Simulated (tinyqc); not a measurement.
Inside a calculation: overlap of hydrogenic dopants: pairs, impurity band and the Mott density. Values are carried at full precision from step to step, so a last printed digit may differ when a step is redone from the rounded ones.

Ry* = Ry m/eps^2, aB = a0 eps/m. For 1s orbitals a distance rho = R/aB apart, in Ry*: overlap S = exp(-rho)(1 + rho + rho^2/3), J = (2/rho)(1 - (1 + rho) exp(-2 rho)) (attraction to the other ion), Kx = 2 (1 + rho) exp(-rho) (exchange of one electron). One electron on a pair has E = -1 - (J +/- Kx)/(1 +/- S), without the repulsion 2/rho of the ions. Hopping after orthogonalisation: t = (Kx - S J)/(1 - S^2), half the splitting. Dopants on a lattice with z neighbours, n = 1/R^3 (simple cubic), give a band of width B = 2 z t, as on any lattice of two interpenetrating sublattices. Valleys, central cells and disorder are left out.

Constants: Ry = 13.60569312 eV; a0 (Bohr radius) = 0.5291772105 angstrom; hbar = 6.58211957e-16 eV s.

Parameters, chosen for this exercise (an isotropic mass and dielectric constant of the size used for donors in Si; shifted at random, so the results belong to these values and not to a real crystal):
- m = 0.277 m0 (mass)
- eps = 11.4 (dielectric constant)
- N = 0.002 1/aB^3 (dopant density)
- rho = 4.6 aB (distance of a pair)
- u = 1.25 Ry* (cost of a second electron on one dopant)
- z = 6 (neighbours in the dopant lattice)

## Scales

Form Ry*, aB, and the density N in 1/cm^3 (1/angstrom^3 = 1e24/cm^3).

Ry* = 29.000 meV
aB = 21.778 angstrom
density = 1.936e+17 1/cm^3

## A pair with one electron

Form S, J, Kx, the two levels, t, and the total energy of the lower state with the repulsion, relative to a distant pair (-1).

S, J, Kx: [0.12719, 0.43454, 0.11258]

levels (Ry*): even -1.48538, odd -1.36887

t = 0.05825 Ry*
energy of the pair against a distant one (negative: bound) = -0.05060 Ry*

In this host the pair is 10.0 nm long and its splitting 2t is 3.38 meV.

## The pair with two electrons (two-site Hubbard model)

t is the hopping between the two dopants. Singlet at (u - sqrt(u^2 + 16 t^2))/2 below the triplet at 0; estimate 4 t^2/u; weight of double occupancy (1 - u/sqrt(u^2 + 16 t^2))/2; swap time pi hbar/Jx with Jx the splitting in eV. t and u are in units of Ry*.

singlet-triplet splitting (meV): exact 0.3122, 4 t^2/u 0.3149

double occupancy = 0.0085
swap time = 6.62 ps

The estimate is 0.9 % too high at 4t/u = 0.19.

## The impurity band at this density

Form R/aB, t, B = 2 z t and N^(1/3) aB. Two estimates of the gap between the Hubbard bands: u - B (rigid bands, closing at B = u) and the Hubbard-III rule, which closes at B = (2/sqrt3) u; give B/u.

R/aB = 7.9370
t = 0.00369 Ry*

B: in Ry* 0.044, in meV 1.285

N^(1/3) aB = 0.1260
B/u = 0.035

Both rules leave a gap: an insulator at T = 0. Mott's screening rule, N^(1/3) aB = 0.26, puts this density on the insulating side.

## Checks

- Overlap S against numerical integration in elliptic coordinates: both 0.12719.

Run: tinyqc, `OMP_NUM_THREADS=1 python tinyqc.py 1451437 1451438 out.jsonl`; Intel(R) Xeon(R) Processor @ 2.30GHz, one thread, shared host; about 0.01 s of CPU time with all checks.
